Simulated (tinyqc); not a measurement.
# Trench capacitor in an array: capacitance, non-linearity, leakage and relaxation, step by step

Program tinyqc, `OMP_NUM_THREADS=1 python tinyqc.py 2102171 2102172 out.jsonl`; Intel Xeon 2.30GHz, shared host, one thread, about 0.01 s. Printed values are rounded.

A film between two metal electrodes, each interface adding a series capacitance ci. The small-signal permittivity is ek (1 + aq E^2); the field is found with the linear permittivity. Leakage J = J0 sinh(E/Ef). After a voltage step the film passes a relaxation current kr C V tt^(-nr), tt being the time in seconds. The sidewall is a coaxial capacitor with radii a = dm/2 - t and b = dm/2, depth AR dm; the end face is left out.

Inputs (values chosen for the exercise); permittivity of the order of that of titanium dioxide:
- ek = 73.6 (relative permittivity of the film)
- t = 29 nm (film thickness)
- ci = 1000 uF/cm^2 (capacitance of each electrode interface (dead layer and screening))
- aq = 0.01 cm^2/MV^2 (quadratic field coefficient of the permittivity)
- V = 0.5 V (bias)
- J0 = 9.6e-10 A/cm^2 (leakage prefactor)
- Ef = 0.28 MV/cm (field for an e-fold rise of the leakage)
- dm = 350 nm (diameter of the hole)
- AR = 10 (aspect ratio, depth over diameter)
- pt = 660 nm (pitch of the square array)
- rho = 370 uohm cm (resistivity of the inner electrode)

Constants: eps0 = 8.8541878128e-14 F/cm where lengths are in cm. Results are converted to the units shown.

## Planar capacitance, field and non-linearity

Planar film: Cf = eps0 ek/t, 1/C = 1/Cf + 2/ci, EOT = 3.9 eps0/C, effective permittivity C t/eps0, E = (V/t) C/Cf; quadratic coefficient [C(V)/C - 1]/V^2 with Cf (1 + aq E^2) in C(V).

Cf = 2.24713 uF/cm^2
C = 2.23708 uF/cm^2
EOT = 1.54359 nm
effective permittivity = 73.2707
E = 0.171642 MV/cm
quadratic coefficient = 1173.17 ppm/V^2
J = 6.26044e-10 A/cm^2

The interfaces take 0.447 % of the voltage.

## Cell capacitance, fields and time constant

Per length 1/c = ln(b/a)/(2 pi eps0 ek) + (1/a + 1/b)/(2 pi ci); cell capacitance c AR dm; per footprint over pt^2; fields c V/(2 pi eps0 ek r) at r = a and b; resistance of the inner electrode rho AR dm/(pi a^2); time constant R C/3 of the distributed line.

a = 146 nm
b = 175 nm
cell capacitance = 78.7422 fF
capacitance per footprint = 18.0767 uF/cm^2
field at a = 0.188170 MV/cm
field at b = 0.156988 MV/cm
R = 0.193381 kohm
R C/3 = 5.07575 ps

The array gives 8.08 times the planar capacitance per footprint; curvature makes the field at the inner electrode 1.10 times the planar value.
